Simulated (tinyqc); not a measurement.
# One gate, two gates and a surrounding gate

Below threshold the potential that source and drain add obeys Laplace's equation, vanishes on the gates and decays along the channel as exp(-k y). The same ts (depleted depth over a conducting body, body thickness or wire diameter), ti and permittivities in three geometries; k is the smallest positive root of: one gate, f(k) = eps_r sin(k ti) cos(k ts) + ei cos(k ti) sin(k ts); two gates, f(k) = ei cos(k ti) cos(k ts/2) - eps_r sin(k ti) sin(k ts/2); wire, f(k) = ei J0(u)[J1(u) Y0(v) - Y1(u) J0(v)] - eps_r J1(u)[J0(u) Y0(v) - Y0(u) J0(v)], u = k ts/2, v = u + k ti. Parabolic estimates of l: sqrt((eps_r/ei) ts ti); sqrt((eps_r/(2 ei)) ts ti (1 + ei ts/(4 eps_r ti))); sqrt([2 eps_r ts^2 ln(1 + 2 ti/ts) + ei ts^2]/(16 ei)), in the same order.

Values chosen for this exercise; permittivities: semiconductor made up, insulator close to that of aluminium oxide:
- eps_r = 12.5 (relative permittivity of the semiconductor)
- ei = 8.59 (relative permittivity of the insulator)
- ti = 3 nm (insulator thickness)
- ts = 29 nm (depletion depth)

Scale lengths (nm):
```
                                 Lambda = pi/k  l = 1/k  l(parabolic)
one gate over a conducting body          33.24    10.58         11.25
two gates                                37.54    11.95         12.98
wire                                     24.58    7.824         9.018
```

What do the numbers show?

The wire has the shortest scale length, 0.655 times that of the double gate; the single gate over a conducting body has 0.886 times it, its layer ending directly on a conductor where the double gate has a second insulator. The parabolic estimates are 6.3 % above, 8.6 % above and 15 % above the exact l, in the order of the rows.

Program tinyqc, `OMP_NUM_THREADS=1 python tinyqc.py 2420172 2420173 out.jsonl`; Intel Xeon 2.30GHz, shared host, one thread, about 0.01 s.
